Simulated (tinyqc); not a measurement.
Trap-assisted generation and recombination current of an abrupt junction: one step, computed by the program tinyqc.

Depletion approximation, flat quasi-Fermi levels across the depleted layer, long neutral regions with minority lifetimes tau_n and tau_p, full ionisation and Boltzmann statistics. Voltages in exponents stand for e V.

Problem. Depleted layer under reverse bias. W = sqrt(2 eps eps_0 (V_bi - V)(1/N_A + 1/N_D)/e), x_p = W N_D/(N_A + N_D), x_n = W - x_p, peak field F_m = 2 (V_bi - V)/W; reverse bias means V = -V_r.

Inputs (values chosen for the exercise, for a model semiconductor): dielectric constant eps = 9.71; acceptor density N_A = 3.6e+16 cm^-3; donor density N_D = 3.2e+18 cm^-3; reverse bias V_r = 4.4 V; temperature T = 250 K.

Field enhancement: none.

V_bi = 0.9465946 V

Constants: eps_0 = 8.8541878128e-12 F/m; e = 1.602176634e-19 C.

Give: W; x_p; x_n; peak field F_m.

Solution.

W = 401.48 nm

x_p = 397.01 nm

x_n = 4.4664 nm

peak field F_m = 2.6635e+05 V/cm
